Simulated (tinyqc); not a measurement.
From results back to parameters: five-level k.p model folded onto the conduction band. Three cases, with inputs chosen for the exercise.

Problem. The levels are known; the mass and the g factor at E = Eg are given. Find Ep and Ep2.

Second-order sums for the lowest conduction level at E: 1/m = 1 + Cm + (Ep/3)(2/E + 1/(E + Dso)) - (Ep2/3)(2/(E7 + D2 - E) + 1/(E7 - E)); g/2 = 1 + Cg - (Ep/3)(1/E - 1/(E + Dso)) - (Ep2/3)(1/(E7 - E) - 1/(E7 + D2 - E)). E is counted from the top of the valence band; E = Eg at the edge.

Find: coefficients of (Ep, Ep2); right-hand sides 1/m - 1 - Cm and 1 + Cg - g/2; Ep, Ep2.

Method. Both sums are linear in Ep and Ep2, so two equations fix them.

Case 1.

Values chosen (near those of InP; shifted at random, so the results belong to these values and not to a real crystal): Eg = 1.413 eV (gap at Gamma to the s-like level); Dso = 0.108 eV (spin-orbit splitting); E7 = 4.84 eV (upper Gamma7 conduction level, from the valence top); D2 = 0.08 eV (its spin-orbit splitting, Gamma8 above Gamma7); Cm = -1.5 (remote term in 1/m); Cg = -0.02 (remote term in g/2).

m = 0.07807134 m0
g = 1.246755

Solution.

coefficients of (Ep, Ep2) (1/eV):
```
,1,2
1,0.69096,-0.28736
2,0.01675,0.00222
```

right-hand sides 1/m - 1 - Cm and 1 + Cg - g/2: 13.3088  0.3566

Ep, Ep2 (eV): 20.80  3.70

Case 2.

Values chosen (near those of InAs; shifted at random, so the results belong to these values and not to a real crystal): Eg = 0.417 eV (gap at Gamma to the s-like level); Dso = 0.39 eV (spin-orbit splitting); E7 = 4.52 eV (upper Gamma7 conduction level, from the valence top); D2 = 0.15 eV (its spin-orbit splitting, Gamma8 above Gamma7); Cm = -2 (remote term in 1/m); Cg = 0 (remote term in g/2).

m = 0.02404612 m0
g = -14.627292

Solution.

coefficients of (Ep, Ep2) (1/eV):
```
,1,2
1,2.01177,-0.23799
2,0.38631,0.00287
```

right-hand sides 1/m - 1 - Cm and 1 + Cg - g/2: 42.5867  8.3136

Ep, Ep2 (eV): 21.50  2.80

Case 3.

Values chosen (near those of GaSb; shifted at random, so the results belong to these values and not to a real crystal): Eg = 0.835 eV (gap at Gamma to the s-like level); Dso = 0.776 eV (spin-orbit splitting); E7 = 3.14 eV (upper Gamma7 conduction level, from the valence top); D2 = 0.32 eV (its spin-orbit splitting, Gamma8 above Gamma7); Cm = -3.6 (remote term in 1/m); Cg = -0.02 (remote term in g/2).

m = 0.04113893 m0
g = -8.633947

Solution.

coefficients of (Ep, Ep2) (1/eV):
```
,1,2
1,1.00531,-0.39858
2,0.19229,0.01763
```

right-hand sides 1/m - 1 - Cm and 1 + Cg - g/2: 26.9079  5.2970

Ep, Ep2 (eV): 27.40  1.60

Computed by tinyqc, one run a case: `OMP_NUM_THREADS=1 python tinyqc.py N N+1 out.jsonl` with N = 1080324, 1080339, 1080341; one thread of a shared Intel(R) Xeon(R) Processor @ 2.30GHz, about 0.01 s a run at most.
